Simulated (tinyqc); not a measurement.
Free and trapped electrons in a MOS channel with a dense trap tail: two steps of the calculation.

p-type body, charge-sheet picture, full ionisation (an idealisation for deep acceptors), Boltzmann statistics for free electrons. e = Ec - EF at the surface. Acceptor-like traps of density D(E) = D0 + De exp(-E/Ew) at depth E below Ec, from 0 to Eu, hold n_t = integral of D(E)/(1 + exp((e - E)/Vt)). psi = Eg - Vt ln(Nv/Na) - e; N_dep = sqrt(2 eps0 eps_r Na (psi - Vt)/q); n_f = sqrt(N_dep^2 + 2 eps0 eps_r Vt Nc exp(-e/Vt)/q) - N_dep; Vg = Vfb + psi + q (N_dep + n_t + n_f)/Cox, Cox = eps0 eox/tox.

Inputs (values chosen for the exercise); band and dielectric values close to those of silicon: temperature T = 300 K; band gap Eg = 1.12 eV; relative permittivity eps_r = 11.5; conduction-band density of states at T Nc = 2.76e19 cm^-3; valence-band density of states at T Nv = 2.68e19 cm^-3; relative permittivity of the insulator eox = 3.9; insulator thickness tox = 68 nm; acceptor density Na = 7.3e15 cm^-3; flat-band voltage without trapped charge Vfb = -0.77 V; constant background density of acceptor-like traps D0 = 2.6e11 cm^-2 eV^-1; density of the tail at the conduction edge De = 4e12 cm^-2 eV^-1; decay energy of the tail Ew = 0.14 eV; depth below Ec down to which the traps reach Eu = 0.53 eV; mobility of free electrons mf = 98 cm^2/(V s); Ec - EF at the surface e = 0.163 eV.

Constants: q = 1.602176634e-19 C, kB = 1.380649e-23 J/K, Vt = kB T/q, eps0 = 8.8541878128e-14 F/cm where lengths are in cm. Results are converted to the units shown.

Problem 1. Trapped charge. Trapezoid rule on 15 equal steps from 0 to Eu, f = 1/(1 + exp((e - E)/Vt)).

Give: E; D(E) f; n_t.

Solution 1.

| point | E (eV) | D(E) f (cm^-2 eV^-1) |
|---|---|---|
| 0 | 0 | 7.7685e9 |
| 1 | 0.035333 | 2.3963e10 |
| 2 | 0.070667 | 7.3129e10 |
| 3 | 0.10600 | 2.1214e11 |
| 4 | 0.14133 | 5.1859e11 |
| 5 | 0.17667 | 8.7609e11 |
| 6 | 0.21200 | 9.9096e11 |
| 7 | 0.24733 | 9.0879e11 |
| 8 | 0.28267 | 7.8348e11 |
| 9 | 0.31800 | 6.7099e11 |
| 10 | 0.35333 | 5.8025e11 |
| 11 | 0.38867 | 5.0902e11 |
| 12 | 0.42400 | 4.5352e11 |
| 13 | 0.45933 | 4.1037e11 |
| 14 | 0.49467 | 3.7683e11 |
| 15 | 0.53000 | 3.5077e11 |

n_t = 2.6738e11 cm^-2

Problem 2. Charges and gate voltage. psi, N_dep, n_f and Vg as defined, with the n_t given; free share n_f/(n_f + n_t); apparent mobility mf n_f/(n_f + n_t); gate voltage spent on traps q n_t/Cox.

n_t = 2.6738087e11 cm^-2

Give: psi; N_dep; n_f; Vg; free share; apparent mobility; gate voltage spent on traps.

Solution 2.

psi = 0.74480 V
N_dep = 2.5828e11 cm^-2
n_f = 3.0298e10 cm^-2
Vg = 1.7289 V
free share = 10.178 %
apparent mobility = 9.9745 cm^2/(V s)
gate voltage spent on traps = 0.84360 V

Computed by the program tinyqc: `OMP_NUM_THREADS=1 python tinyqc.py 2222158 2222159 out.jsonl`, one thread of a shared Intel Xeon 2.30GHz, about 0.02 s for the whole run.
